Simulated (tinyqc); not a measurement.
Ion implantation: universal nuclear stopping, Lindhard-Scharff electronic stopping and a Gaussian range profile: one step, computed by the program tinyqc.

An ion slows by elastic collisions with screened nuclei and by friction with electrons; channelling is ignored and the target is uniform.

Problem. Stopping at the entry energy. Reduced energy eps = 32.53 M2 E/(Z1 Z2 (M1 + M2)(Z1^0.23 + Z2^0.23)), E in keV; s_n = ln(1 + 1.1383 eps)/(2 (eps + 0.01321 eps^0.21226 + 0.19593 eps^0.5)) for eps up to 30 and ln(eps)/(2 eps) above; S_n = 8.462 Z1 Z2 M1 s_n/((M1 + M2)(Z1^0.23 + Z2^0.23)) in 1e-15 eV cm^2. S_e = k 3.83 Z1^(7/6) Z2/(Z1^(2/3) + Z2^(2/3))^(3/2) sqrt(E/M1) in 1e-15 eV cm^2, E in keV. dE/dx = N (S_n + S_e); 1e-15 eV cm^2 = 0.1 eV nm^2.

Inputs (values chosen for the exercise, modelled on indium ions in diamond): ion atomic number Z1 = 49; ion mass M1 = 115 u; target atomic number Z2 = 6; target mass M2 = 12.01 u; target density N = 176.3 1/nm^3; ion energy E = 12 keV; scale factor of electronic stopping k = 1.5.

Give: reduced energy eps; s_n; S_n; S_e; energy loss dE/dx.

Solution.

reduced energy eps = 0.031724

s_n = 0.24307

S_n = 138.35 x 1e-15 eV cm^2

S_e = 15.304 x 1e-15 eV cm^2

energy loss dE/dx = 2708.9 eV/nm

Nuclear stopping carries 90 % of the loss at entry.
